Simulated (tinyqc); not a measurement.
Inputs raised by 10 %, one at a time: lateral field, substrate current, probability of reaching the oxide barrier and hot-carrier lifetime of a silicon transistor (pseudo-two-dimensional and lucky-electron models). Computed by tinyqc, a small Python program. Command: `OMP_NUM_THREADS=1 python tinyqc.py 3028881 3028882 out.jsonl hotcar sens`. One thread of a shared host (Intel(R) Xeon(R) Processor @ 2.30GHz), about 0.01 s of CPU time with the checks.

Local-field models: a lucky carrier gains its energy at the peak field over a path free of collisions. Voltages are magnitudes.

Inputs (values chosen for the exercise, modelled on a silicon n-channel):
```
quantity                              value                      unit
channel length L                        230                        nm
oxide thickness t                       4.9                        nm
junction depth x_j                       57                        nm
mobility mu                             300                cm^2/(V s)
saturation velocity v_s                0.87                  1e7 cm/s
threshold voltage V_T                  0.56                         V
gate voltage V_G                          1                         V
drain voltage V_D                       2.3                         V
ionisation prefactor A_i              2e+06                      1/cm
ionisation field B_i                   1.72                     MV/cm
hot-carrier mean free path lambda         8                        nm
oxide barrier phi_b                     3.1                        eV
interface-trap threshold phi_it         3.8                        eV
lifetime constant H                      50  s microampere/micrometre
length of the depleted extension L_n     31                        nm
```

Drain: lightly doped extension.

Constants: eps_0 = 8.8541878128e-12 F/m.

Method:
- C_ox = 3.9 eps_0/t; F_sat = 2 v_s/mu; V_Dsat = V_ov F_sat L/(V_ov + F_sat L), V_ov = V_G - V_T; I_D/W = C_ox v_s (V_ov - V_Dsat).
- Scale length l = 0.22 t^(1/3) x_j^(1/2) (all in cm); F_m = sqrt(((V_D - V_Dsat)/l_e)^2 + F_sat^2), with l_e = l + L_n; length of the velocity-saturated region l_e ln((V_D - V_Dsat)/(l_e F_sat) + F_m/F_sat).
- Substrate current I_sub/I_D = (A_i/B_i)(V_D - V_Dsat) exp(-B_i/F_m); probability of reaching the oxide barrier exp(-phi_b/(e lambda F_m)); lifetime tau = (H/(I_D/W)) exp(phi_it/(e lambda F_m)).
- V_10 solves tau = 3.156e8 s at the given V_G. The extrapolation fits ln(tau) against 1/V_D at 1, 1.08, 1.16 and 1.25 times the given V_D (rounded to 3 digits) by least squares and reads off the same tau.

Runs; columns: (1) input moved; (2) from; (3) to; (4) peak field F_m (kV/cm); (5) substrate current I_sub/W (microampere/micrometre); (6) drain current I_D/W (microampere/micrometre); (7) ten-year drain voltage V_10 (V):
```
(1)                                      (2)    (3)    (4)     (5)    (6)    (7)
base run                                   -      -  278.1  0.3154  66.91  2.011
oxide thickness t (nm)                   4.9   5.39  273.2  0.2571  60.83  2.051
gate voltage V_G (V)                       1    1.1  270.8  0.3709  95.40  2.033
drain voltage V_D (V)                    2.3   2.53  309.2  0.6567  66.91  2.011
ionisation field B_i (MV/cm)            1.72  1.892  278.1  0.1545  66.91  2.011
hot-carrier mean free path lambda (nm)     8    8.8  278.1  0.3154  66.91  1.848
mobility mu (cm^2/(V s))                 300    330  278.1  0.3402  71.82  2.006
threshold voltage V_T (V)               0.56  0.616  282.5  0.2778  52.62  2.000
```

Exponents ln(y'/y) / ln(x'/x):
```
input                              peak field F_m  substrate current I_sub/W  drain current I_D/W  ten-year drain voltage V_10
oxide thickness t                          -0.183                     -2.145               -1.000                        0.206
gate voltage V_G                           -0.276                      1.701                3.722                        0.115
drain voltage V_D                           1.114                      7.695                0.000                        0.000
ionisation field B_i                        0.000                     -7.490                0.000                        0.000
hot-carrier mean free path lambda           0.000                      0.000                0.000                       -0.886
mobility mu                                 0.001                      0.793                0.743                       -0.027
threshold voltage V_T                       0.165                     -1.332               -2.520                       -0.057
```

To which inputs is each result most sensitive?

Among the inputs moved here: peak field F_m answers most in size to drain voltage V_D (exponent +1.114), next to gate voltage V_G (-0.276); its exponent is below 0.0005 for ionisation field B_i, hot-carrier mean free path lambda. Substrate current I_sub/W answers most in size to drain voltage V_D (exponent +7.695), next to ionisation field B_i (-7.490); its exponent is below 0.0005 for hot-carrier mean free path lambda. Drain current I_D/W answers most in size to gate voltage V_G (exponent +3.722), next to threshold voltage V_T (-2.520); its exponent is below 0.0005 for drain voltage V_D, ionisation field B_i, hot-carrier mean free path lambda. Its exponent -1.000 in oxide thickness t: the current follows C_ox. Ten-year drain voltage V_10 answers most in size to hot-carrier mean free path lambda (exponent -0.886), next to oxide thickness t (+0.206); its exponent is below 0.0005 for drain voltage V_D, ionisation field B_i.

Caution (all rows): the empirical formula for l was fitted to oxides of about 15 nm or more; for thinner ones it is an extrapolation. Caution (all rows): the saturated region fills most of the channel, so the split into two regions is rough. Caution (all rows): e V_D is below phi_b or phi_it, so the available energy, not the field, limits hot carriers, and the lucky-electron formulas overstate them.

Extremes, crossings and ranges named in words are read from the listed rows.
